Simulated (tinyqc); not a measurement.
Comparisons within one model: standing waves and exposure in a photoresist film. A value that a table varies takes the place of the one given here.

Normal incidence from air. Unexposed resist: N1 = n1 + i k1 with k1 = (A + B) lam/(4 pi), lam in micrometres. r01 = (1 - N1)/(1 + N1), t01 = 2/(1 + N1). Substrate Ns = ns + i ks: r12 = (N1 - Ns)/(N1 + Ns). With p = exp(2 pi i N1 d/lam), the field at depth z is E(z) = t01 [exp(2 pi i N1 z/lam) + r12 p^2 exp(-2 pi i N1 z/lam)]/(1 + r01 r12 p^2), the relative intensity I(z) = n1 |E(z)|^2 and the reflectance R = |(r01 + r12 p^2)/(1 + r01 r12 p^2)|^2.

Inputs chosen for the exercise (a resist on Si, indices near tabulated ones; the results hold for these values, not for the real material):
- lam = 365 nm (vacuum wavelength)
- n1 = 1.699 (resist index)
- A = 0.35 1/micrometre (bleachable absorption (Dill A))
- B = 0.07 1/micrometre (fixed absorption (Dill B))
- d = 1092 nm (resist thickness)
- ns = 6.577 (substrate n)
- ks = 2.685 (substrate k)

## Swing of the coupled dose with resist thickness

The mean of I is taken over 800 depths; the relative dose to clear is taken as 1/(mean of I over the lowest period, 60 depths), scaled to 1 in the first row.

Swing:

| d (nm) | R | mean I | relative dose |
|---|---|---|---|
| 1092.0 | 0.2808 | 0.8647 | 1.000 |
| 1109.9 | 0.1089 | 1.0641 | 0.817 |
| 1127.8 | 0.0275 | 1.1580 | 0.761 |
| 1145.7 | 0.1610 | 0.9951 | 0.896 |
| 1163.6 | 0.3063 | 0.8156 | 1.093 |
| 1181.5 | 0.3453 | 0.7602 | 1.163 |
| 1199.4 | 0.2659 | 0.8430 | 1.043 |
| 1217.3 | 0.0993 | 1.0275 | 0.859 |
| 1235.2 | 0.0214 | 1.1127 | 0.804 |
| 1253.1 | 0.1496 | 0.9629 | 0.939 |
| 1271.0 | 0.2914 | 0.7958 | 1.137 |
| 1288.9 | 0.3299 | 0.7441 | 1.207 |
| 1306.8 | 0.2520 | 0.8220 | 1.087 |

The period is 107.4 nm, six rows. The relative dose swings between 0.761 and 1.207, a ratio (max - min)/mean of 0.453, against the estimate 4 sqrt(|r01|^2 |r12|^2) exp(-(A + B) d) = 0.419 for the oscillating part alone; the ratio from the table also holds the slow rise from absorption, 8.7 % over two periods, so the two are not strictly comparable. The dose is least sensitive to thickness at an extremum; the lowest dose listed is at 1127.8 nm.

## What moves the exposure

The mean of I is over 800 depths. Each row changes one parameter from the base and keeps the others.

Results:

| case | \|r12\|^2 | R | mean I | I at the bottom |
|---|---|---|---|---|
| base | 0.4083 | 0.2808 | 0.8647 | 0.0833 |
| d = 1102 nm | 0.4083 | 0.1892 | 0.9704 | 0.0934 |
| n1 = 1.716 | 0.4047 | 0.1808 | 0.9813 | 0.0963 |
| B = 0.27 1/micrometre | 0.4078 | 0.2187 | 0.7647 | 0.0681 |
| ks = 2.417 | 0.3976 | 0.2780 | 0.8588 | 0.0848 |
| ns = 7.235 | 0.4339 | 0.2955 | 0.8683 | 0.0719 |

The largest shifts from the base row, up to three for each result and ties (the steps differ in size, so this ranks the rows, not the parameters). |r12|^2: ns +0.0256, ks -0.0108, n1 -0.0037; unchanged at the printed digits by d. R: n1 -0.1000, d -0.0916, B -0.0621. mean I: n1 +0.1166, d +0.1058, B -0.1000. I at the bottom: B -0.0152, n1 +0.0130, ns -0.0114.

Program tinyqc; command `OMP_NUM_THREADS=1 python tinyqc.py 1680766 1680767 out.jsonl`; about 0.01 s on one thread of a shared Intel(R) Xeon(R) Processor @ 2.30GHz.
